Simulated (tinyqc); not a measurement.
# Input admittance of a MOSFET at zero drain bias: distributed channel and distributed gate: effects of single changes

Source and drain grounded, strong inversion, w = 2 pi f, Cox = eps0 eox/tox. The channel is an RC line of resistance 1/(mu Cox Vo) per square fed from both ends, so one finger has the intrinsic admittance y = i w Cox L tanh(g)/g per width, g = (1/2) sqrt(i w tau), tau = L^2/(mu Vo). The vertical resistance rv/L is in series with y, the overlaps 2 i w Cov in parallel: y_t = 1/(1/y + rv/L) + 2 i w Cov. The gate strip is a line of Rsh/L per length loaded by y_t, so a finger has Y = y_t Wf tanh(k)/k, k = (Wf/sd) sqrt(y_t Rsh/L); the device has Nf Y.

Parameters, values chosen for the exercise; values of the order met in silicon radio-frequency transistors:
- eox = 24.6 (relative permittivity of the gate insulator (close to zirconium oxide))
- tox = 17 nm (insulator thickness)
- L = 0.33 um (channel length)
- Wf = 4.2 um (finger width)
- Nf = 32 (number of fingers)
- mu = 410 cm^2/(V s) (channel mobility)
- Vo = 0.36 V (gate overdrive)
- Rsh = 20 ohm/square (sheet resistance of the gate)
- rv = 3.1 ohm um^2 (vertical resistivity of the gate stack)
- sd = 2 (number of ends at which a finger is contacted)
- Cov = 0.32 fF/um (overlap and fringe capacitance on each side)
- f = 28 GHz (frequency)

Constants: eps0 = 8.8541878128e-14 F/cm where lengths are in cm. Results are converted to the units shown.

Each table varies one quantity; the others keep the values above.

## Input impedance against frequency

Low-frequency limits, with c = Cox L and ct = c + 2 Cov: R_strip = Rsh Wf/(3 sd^2 L Nf), R_ch = (c/ct)^2 L/(12 mu Cox Vo Wf Nf), R_vert = (c/ct)^2 rv/(L Wf Nf), C = ct Wf Nf. Z = 1/(Nf Y) = R + 1/(i w C), Q = |Im Z|/R, far-point signal |1/cosh k|.

The same in every row: low-frequency R (ohm) = 1.532.

Input impedance against frequency:

| f (GHz) | w tau | \|k\| | R (ohm) | C (fF) | Q | signal at the far point |
|---|---|---|---|---|---|---|
| 0.3 | 0.01391 | 0.04952 | 1.532 | 654.3 | 529.3 | 1.000 |
| 0.7 | 0.03245 | 0.07565 | 1.532 | 654.3 | 226.9 | 1.000 |
| 2 | 0.09272 | 0.1279 | 1.532 | 654.3 | 79.40 | 0.9999 |
| 4 | 0.1854 | 0.1808 | 1.532 | 654.2 | 39.71 | 0.9997 |
| 9 | 0.4172 | 0.2711 | 1.532 | 654.0 | 17.66 | 0.9984 |
| 20 | 0.9272 | 0.4035 | 1.531 | 652.7 | 7.966 | 0.9921 |
| 50 | 2.318 | 0.6310 | 1.524 | 644.8 | 3.239 | 0.9550 |
| 100 | 4.636 | 0.8615 | 1.504 | 619.3 | 1.709 | 0.8632 |
| 300 | 13.91 | 1.228 | 1.371 | 468.7 | 0.8258 | 0.6407 |

R falls from 1.53 to 1.37 ohm and C falls from 654 to 469 fF. Q goes as f^(-1.00) between the first two rows and f^(-0.66) between the last two, where w tau = 13.9 and |k| = 1.23. The low-frequency limits hold both R and C within 5 % up to f = 50 GHz among the rows.

## Effect of the gate overdrive

Same model as above.

Effect of the gate overdrive:

| Vo (V) | w tau | \|k\| | R (ohm) | low-frequency R (ohm) | C (fF) | Q | signal at the far point |
|---|---|---|---|---|---|---|---|
| 0.2 | 2.336 | 0.4723 | 2.176 | 2.185 | 646.3 | 4.042 | 0.9775 |
| 0.35 | 1.335 | 0.4763 | 1.552 | 1.555 | 651.1 | 5.623 | 0.9845 |
| 0.5 | 0.9346 | 0.4773 | 1.302 | 1.303 | 652.3 | 6.694 | 0.9875 |
| 0.65 | 0.7189 | 0.4778 | 1.167 | 1.168 | 652.8 | 7.464 | 0.9892 |
| 0.8 | 0.5841 | 0.4780 | 1.082 | 1.083 | 653.0 | 8.044 | 0.9903 |
| 0.95 | 0.4919 | 0.4781 | 1.024 | 1.025 | 653.2 | 8.497 | 0.9910 |
| 1.1 | 0.4248 | 0.4782 | 0.9821 | 0.9827 | 653.2 | 8.860 | 0.9915 |
| 1.25 | 0.3738 | 0.4782 | 0.9501 | 0.9507 | 653.3 | 9.158 | 0.9919 |

As Vo goes from 0.2 to 1.25, R falls from 2.18 to 0.950 ohm, C rises from 646 to 653 fF and Q rises from 4.04 to 9.16. Only the channel term depends on Vo.

Numbers from tinyqc (`OMP_NUM_THREADS=1 python tinyqc.py 2262007 2262008 out.jsonl`; about 0.01 s on one thread of a shared Intel Xeon 2.30GHz).
